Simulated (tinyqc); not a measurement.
What grading buys: minority-electron transport through the base of a bipolar transistor (Moll-Ross and Kroemer integrals). Computed by tinyqc, a small Python program. Command: `OMP_NUM_THREADS=1 python tinyqc.py 3000747 3000748 out.jsonl base walk`. One thread of a shared host (Intel(R) Xeon(R) Processor @ 2.30GHz), about 0.01 s of CPU time with the checks.

Low injection, one dimension, x from the emitter edge (0) to the collector edge (W), s = x/W. Recombination is treated as a small correction (valid for tau_B well below tau_n), computed from the stored charge.

Inputs (values chosen for the exercise, modelled on silicon):
```
quantity                               value        unit
base doping at the emitter edge N_0  2.7e+18      1/cm^3
base width W                              20          nm
mu_min                                   190  cm^2/(V s)
mu_max                                  1300  cm^2/(V s)
N_ref                                1.3e+17      1/cm^3
saturation velocity v_s                  0.9    1e7 cm/s
temperature T                            300           K
doping ratio N_0/N(W)                     17           -
```

Base doping profile: Gaussian. Gap grading: linear. Exit of the base: infinite sink.

Constants: k_B = 8.617333262e-05 eV/K.

Method. N(x) = N_0 (ratio)^(-s^2); n_i(x)^2 = n_i^2 exp(s dE_g/k_B T); D(x) = (k_B T/e) mu, mu = mu_min + (mu_max - mu_min)/(1 + (N/N_ref)^0.7). With y(x) = N n_i^2/(D n_i(x)^2): base Gummel number G_B = int_0^W y dx; J_C = e n_i^2 exp(e V_BE/k_B T)/G_B; n(x) = (J_C/e)(n_i(x)^2/(N n_i^2)) [int_x^W y dx]; transit time tau_B = (e/J_C) int n dx; trapezoid rule on 401 even points.

The same base with other gradings:
```
dE_g (meV)  dE_g/k_B T  G_B (s/cm^4)  J_C gain  tau_B (ps)  speed gain
0                0.000    3.1400e+11    1.0000    0.092619      1.0000
25               0.967    2.4193e+11    1.2979    0.077264      1.1987
50               1.934    1.9314e+11    1.6258    0.065928      1.4049
75               2.901    1.5879e+11    1.9775    0.057304      1.6163
100              3.868    1.3373e+11    2.3480    0.050572      1.8314
150              5.802    1.0034e+11    3.1293    0.040816      2.2692
200              7.736    7.9561e+10    3.9467    0.034141      2.7128
300             11.605    5.5661e+10    5.6413    0.025666      3.6087
```

At 100 meV J_C rises by a factor 2.35 and the transit is 1.83 times faster; at 300 meV the factors are 5.64 and 3.61. For a uniform base without exit term both tend to be linear in dE_g/k_B T, J_C as x/(1 - exp(-x)) and the speed as x/2. From 0 meV on the mean velocity W/tau_B exceeds v_s, so those speed gains are overstated.
